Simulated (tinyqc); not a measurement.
## Barrier height from two thicknesses

Problem. Through a thick flat barrier T = c exp(-2 kappa t) with a prefactor c that does not depend on t, and kappa = sqrt(m1 phi1/C), C = hbar^2/(2 m0). Find kappa, the decades lost for each nanometre, c and phi1.

Parameters, values chosen for the exercise: tunnelling mass of layer 1 m1 = 0.5 m0.

Constants: q = 1.602176634e-19 C, hbar = 1.054571817e-34 J s, m0 = 9.1093837015e-31 kg, hbar^2/(2 m0) = 0.0380998212 eV nm^2. Results are converted to the units shown.

T at t = 0.9 and 2.3 nm: 3.4932727e-5  6.6787345e-13

Answer. The ratio of the two values removes c: kappa = ln(T_a/T_b)/(2 (t_b - t_a)).

kappa = 6.35 1/nm
decades a nanometre = 5.51
c = 3.20
phi1 = 3.07 eV

Program tinyqc, `OMP_NUM_THREADS=1 python tinyqc.py 2540076 2540077 out.jsonl`; Intel Xeon 2.30GHz, shared host, one thread, about 0.04 s.
